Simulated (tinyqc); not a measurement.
# From one set of inputs to another, one input at a time

Model: interdiffusion in a binary couple: Darken equations, Kirkendall shift and Boltzmann-Matano analysis. Computed by tinyqc, a small Python program. Command: `OMP_NUM_THREADS=1 python tinyqc.py 3019599 3019600 out.jsonl darken ladder`. One thread of a shared host (Intel(R) Xeon(R) Processor @ 2.30GHz), about 0.1 s of CPU time with the checks.

x is the mole fraction of B; the molar volume is constant, and the two halves are long enough to count as infinite.

The inputs printed are set A. Inputs not listed in the table keep their values of set A, so the rows need not describe a real material.

Inputs (values chosen for the exercise, for a model alloy A-B):
```
quantity                            value   unit
tracer diffusivity D*_A(0)        4.7e-13  m^2/s
tracer diffusivity D*_B(0)        8.5e-14  m^2/s
slope k of ln D* with x              -1.2      -
regular-solution parameter W        -0.13     eV
temperature T                        1080      K
left composition x_L                 0.37      -
right composition x_R                 0.9      -
time t                             620000      s
composition x for the local step     0.44      -
```

Vacancy-wind correction: Manning, fcc.

Constants: k_B = 8.617333262e-05 eV/K.

Method:
- D*_i(x) = D*_i(0) exp(k x); thermodynamic factor Phi = 1 - 2 W x (1 - x)/(k_B T); with f0 = 0.7815, M0 = 2 f0/(1 - f0), den = M0 ((1 - x) D*_A + x D*_B): D_A = D*_A Phi [1 + 2 (1 - x)(D*_A - D*_B)/den], D_B = D*_B Phi [1 - 2 x (D*_A - D*_B)/den]; interdiffusion D~ = x D_A + (1 - x) D_B.
- With lambda = z/sqrt(t), the profile solves d/dlambda (D~ dx/dlambda) + (lambda/2) dx/dlambda = 0 with x = x_L and x_R far to the left and right; z = 0 is the original interface. It is solved as a boundary-value problem in y = lambda/sqrt(D~ at the mean composition) on -12 < y < 12 (collocation, tolerance 1e-8).
- Read from the profile: the position z(x), the area -int_(x_L)^x z dx and the slope.
- Lattice planes move with v = (D_B - D_A) dx/dz; markers from the original interface stay at one composition, where z_K = 2 t v.

Each row keeps all changes above it:
```
input moved                            from       to  marker position z_K (um)  slope dx/dz at the local x (1/um)  composition at the markers
set A                                     -        -                    -169.5                           0.000189                      0.5707
tracer diffusivity D*_A(0) (m^2/s)  4.7e-13  6.5e-15                     104.7                           0.000373                      0.7009
time t (s)                           620000   180000                      56.4                           0.000693                      0.7009
slope k of ln D* with x                -1.2     0.56                      99.8                           0.000493                      0.7208
tracer diffusivity D*_B(0) (m^2/s)  8.5e-14  1.9e-15                     -15.7                           0.002076                      0.5972
regular-solution parameter W (eV)     -0.13     0.11                      -8.6                           0.004352                      0.6180
```

Which inputs carry the difference?

Marker position z_K goes from -169 to -8.64, +161 in all. The largest single move comes from tracer diffusivity D*_A(0) (+274), and tracer diffusivity D*_B(0) works against it (-116). Slope dx/dz at the local x goes from 1.89e-4 to 0.00435, a factor 23.1 in all. The largest single move comes from tracer diffusivity D*_B(0) (a factor 4.21), and slope k of ln D* with x works against it (a factor 0.712). Composition at the markers goes from 0.571 to 0.618, a factor 1.08 in all. The largest single move comes from tracer diffusivity D*_A(0) (a factor 1.23), and tracer diffusivity D*_B(0) works against it (a factor 0.829). The single moves hold for this order of the switches; the total does not depend on the order.

Extremes, crossings and ranges named in words are read from the listed rows.
